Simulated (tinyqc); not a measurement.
Inside a calculation. Method: Pariser-Parr-Pople SCF with singles CI, for the molecule C=C1C=CC=C1N (SMILES; centres numbered as the heavy atoms are written). One step of it, computed by the program tinyqc.

Task: Iteration 1: Fock matrix. F_rr = H_rr + P_rr gamma_rr / 2 + sum_(s != r) P_ss gamma_rs; F_rs = H_rs - P_rs gamma_rs / 2; E = tr P (H + F) / 2 + core repulsion sum_(r<s) z_r z_s gamma_rs.

P at the start, lower triangle:
```
           1C         2C         3C         4C         5C        6C        7N
1C   1.116168
2C   0.756067   1.028914
3C  -0.183208   0.506993   1.316363
4C  -0.249074  -0.061899   0.665429   1.036618
5C   0.121309  -0.153120  -0.341644   0.652409   1.315780
6C   0.095954   0.367566  -0.166140  -0.062482   0.526002  1.030422
7N  -0.543453   0.090014   0.148955  -0.245869  -0.207570  0.739309  1.155735
```

core matrix H (eV), lower triangle:
```
            1C          2C          3C          4C          5C          6C          7N
1C  -37.029568
2C   -2.100000  -43.455122
3C    0.000000   -2.100000  -39.928458
4C    0.000000    0.000000   -2.100000  -39.057397
5C    0.000000    0.000000    0.000000   -2.100000  -41.036403
6C    0.000000   -2.100000    0.000000    0.000000   -2.100000  -45.589664
7N    0.000000    0.000000    0.000000    0.000000    0.000000   -1.970000  -49.412318
```

repulsion gamma_rs (eV), lower triangle:
```
           1C         2C         3C         4C         5C         6C         7N
1C  11.130000
2C   5.346423  11.130000
3C   3.800941   5.344325  11.130000
4C   2.928864   4.045290   5.344818  11.130000
5C   2.928721   4.045268   4.045107   5.344818  11.130000
6C   3.800990   5.345539   4.045268   4.045290   5.344325  11.130000
7N   3.531814   4.084138   3.094000   3.094159   4.084082   5.924126  16.800000
```

Centres (angstrom, eV; a flat drawing with bonds scaled to 1.40 angstrom):
```
centre          x          y  core charge z          W   gamma_rr
1C      -1.497000  -1.523000              1  11.160000  11.130000
2C      -0.365000  -0.700000              1  11.160000  11.130000
3C       0.967000  -1.133000              1  11.160000  11.130000
4C       1.790000   0.000000              1  11.160000  11.130000
5C       0.967000   1.133000              1  11.160000  11.130000
6C      -0.365000   0.700000              1  11.160000  11.130000
7N      -1.497000   1.523000              2  25.600000  16.800000
```

Give: F; pi energy.

Result:

F (eV), lower triangle:
```
         1C       2C       3C       4C       5C       6C        7N
1C  -5.4255
2C  -4.1211  -4.9822
3C   0.3482  -3.4548  -4.2544
4C   0.3648   0.1252  -3.8783  -4.0445
5C  -0.1776   0.3097   0.6910  -3.8435  -5.1905
6C  -0.1824  -3.0824   0.3360   0.1264  -3.5056  -6.7156
7N   0.9597  -0.1838  -0.2304   0.3804   0.4239  -4.1599  -12.8014
```

pi energy = -106.0275 eV
